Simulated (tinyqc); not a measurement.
Coupling ratio and rate constant from the late transient.

Question. Long after the knee a floating-gate cell follows U = Vg - (tox/ag) B/ln(K t). Find K and ag.

Values chosen for this exercise:
```
symbol,value,unit,meaning
tox,6.5,nm,tunnel oxide thickness
Vg,11.5,V,control-gate voltage
```

U at t = 0.0003 and 0.03 s (V): 1.6205134  3.1451995
B = 23.780119 V/nm

Solution. 1/(Vg - U) is linear in ln t; the ratio of the two values gives ln(K t_a), and either value gives ag.

K = 3.036e14 1/s
ag = 0.6200

Computed by the program tinyqc: `OMP_NUM_THREADS=1 python tinyqc.py 2130067 2130068 out.jsonl`, one thread of a shared Intel Xeon 2.30GHz, about 0.01 s for the whole run.
